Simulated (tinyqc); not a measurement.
Kinetic Monte Carlo and master equation for a particle on a ring of sites with traps and bias: one step, computed by the program tinyqc. Command: `OMP_NUM_THREADS=1 python tinyqc.py 3002182 3002183 out.jsonl kmc walk`. One thread of a shared host (Intel(R) Xeon(R) Processor @ 2.30GHz), about 0.08 s of CPU time with the checks.

6 sites on a ring, numbered 1 to 6. The saddle between i and i+1 lies at E0 + s b_i and site i at s eps_i; a force F tilts the landscape, with the saddle half-way.

Question. Closed form at zero force. At zero force D0 = a^2 nu exp(-E0/(k_B T)) / [<exp(-s eps/(k_B T))> <exp(s b/(k_B T))>], with means over the ring; Einstein relation v = D0 F/(k_B T); 1 angstrom = 1e-8 cm.

Inputs (values chosen for the exercise, for a model defect):
```
quantity                        value         unit
reference barrier E0             0.81           eV
scale factor s of the disorder      1            -
attempt frequency nu               19          THz
temperature T                     800            K
site spacing a                    2.4     angstrom
force F along the ring          0.023  eV/angstrom
```

Disorder: random barriers.

site energies eps_i (eV): 0  0  0  0  0  0

saddle shifts b_i between sites i and i+1 (eV): -0.062  -0.058  0.059  -0.1  -0.042  0.048

Constants: k_B = 8.617333262e-05 eV/K.

Give: zero-force diffusivity D0; D0 over the value without disorder; Einstein drift.

Answer.

zero-force diffusivity D0 = 8.673e-08 cm^2/s

D0 over the value without disorder = 1.004

Einstein drift = 2.893 cm/s
